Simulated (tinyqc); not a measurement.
From results back to parameters: optical gain and spontaneous emission in a bulk direct-gap semiconductor. Two cases, with inputs chosen for the exercise.

Problem. The gain spectrum crosses zero at E0 = Eg + Fc + Fv; n = p is hidden.

F_j(eta) = (1/Gamma(j + 1)) integral_0^infinity x^j dx/(1 + exp(x - eta)), which tends to exp(eta) for eta << 0.

Quasi-Fermi levels: n = Nc F_1/2(Fc/kT) and p = Nv F_1/2(Fv/kT), Fc counted up from the conduction edge and Fv down from the valence edge; Nc, Nv from N = 2 (m kB T/(4 pi c))^(3/2) with c = hbar^2/2m0, in 1/angstrom^3; times 1e24 for 1/cm^3, with me and (mhh^(3/2) + mlh^(3/2))^(2/3).

Constants: hbar^2/2m0 = 3.80998211 eV angstrom^2; kB = 8.617333262e-05 eV/K.

Find: Fc; Fv; n.

Method. Fc + Fv rises steadily with n, so one n gives E0 - Eg; solve by bisection on ln n.

Case 1.

Values chosen (near those of GaAs; shifted at random, so the results belong to these values and not to a real crystal): Eg = 1.425 eV (direct gap); me = 0.0663 m0 (electron mass); mhh = 0.495 m0 (heavy-hole mass); mlh = 0.081 m0 (light-hole mass); T = 250 K.

E0 = 1.47797 eV

Solution.

Fc = 0.079 eV
Fv = -0.026 eV
n = 1.9e+18 1/cm^3

Case 2.

Values chosen (near those of InP; shifted at random, so the results belong to these values and not to a real crystal): Eg = 1.364 eV (direct gap); me = 0.081 m0 (electron mass); mhh = 0.624 m0 (heavy-hole mass); mlh = 0.0915 m0 (light-hole mass); T = 350 K.

E0 = 1.42703 eV

Solution.

Fc = 0.104 eV
Fv = -0.041 eV
n = 3.9e+18 1/cm^3

Computed by tinyqc, one run a case: `OMP_NUM_THREADS=1 python tinyqc.py N N+1 out.jsonl` with N = 1682690, 1682715; one thread of a shared Intel(R) Xeon(R) Processor @ 2.30GHz, about 0.08 s a run at most.
